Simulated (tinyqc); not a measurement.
Donors on two lattice sites with valley-orbit split states: one step. Partition sums of the neutral donor. Two cases, with inputs chosen for the exercise.

Question. Give each term g exp(E/kT), W_s, and the effective degeneracy W_s exp(-E_ground/kT).

Each donor binds at most one electron, in any of its states. For a site s, W_s = sum over its states of g exp(E/kT), and the ionised share is 1/(1 + W_s exp(eta)), eta = (EF - Ec)/kT; n = Nc F_1/2(eta); neutrality n + NA = ND x (mean ionised share, the two sites in equal numbers); holes are neglected. Nc from N = 2 (m kB T/(4 pi c))^(3/2) with c = hbar^2/2m0, in 1/angstrom^3; times 1e24 for 1/cm^3, m = md. F_j(eta) = (1/Gamma(j + 1)) integral_0^infinity x^j dx/(1 + exp(x - eta)), which tends to exp(eta) for eta << 0.

Constants: hbar^2/2m0 = 3.80998211 eV angstrom^2; kB = 8.617333262e-05 eV/K.

Case 1.

Values chosen (near those of nitrogen in 4H-SiC; shifted at random, so the results belong to these values and not to a real crystal):
- md = 0.813 m0 (density-of-states mass of the conduction band)
- E = (61.1, 53.1, 127.5, 82.2) meV (binding energies of h ground, h excited, k ground, k excited)
- g = (2, 4, 2, 4) (their degeneracies with spin)
- T = 250 K

Case 2.

Values chosen (near those of nitrogen in 4H-SiC; shifted at random, so the results belong to these values and not to a real crystal):
- md = 0.806 m0 (density-of-states mass of the conduction band)
- E = (63.5, 56.4, 117.8, 75.1) meV (binding energies of h ground, h excited, k ground, k excited)
- g = (2, 4, 2, 4) (their degeneracies with spin)
- T = 500 K

Give: Nc; terms; W_s; effective degeneracy.

Answer.

Case 1.

Nc = 1.3994e+19 1/cm^3

terms: h ground 34.10, h excited 47.04, k ground 743.6, k excited 181.6

W_s: h 81.144, k 925.17

effective degeneracy: h 4.759, k 2.488

The ground state alone would give 2 and all states together 6 on each site; here the excited states hold 58 % and 20 % of the bound electrons on the h and k sites.

Case 2.

Nc = 3.9070e+19 1/cm^3

terms: h ground 8.731, h excited 14.81, k ground 30.79, k excited 22.86

W_s: h 23.541, k 53.647

effective degeneracy: h 5.392, k 3.485

The ground state alone would give 2 and all states together 6 on each site; here the excited states hold 63 % and 43 % of the bound electrons on the h and k sites.

Computed by tinyqc, one run a case: `OMP_NUM_THREADS=1 python tinyqc.py N N+1 out.jsonl` with N = 1651329, 1651573; one thread of a shared Intel(R) Xeon(R) Processor @ 2.30GHz, about 0.02 s a run at most.
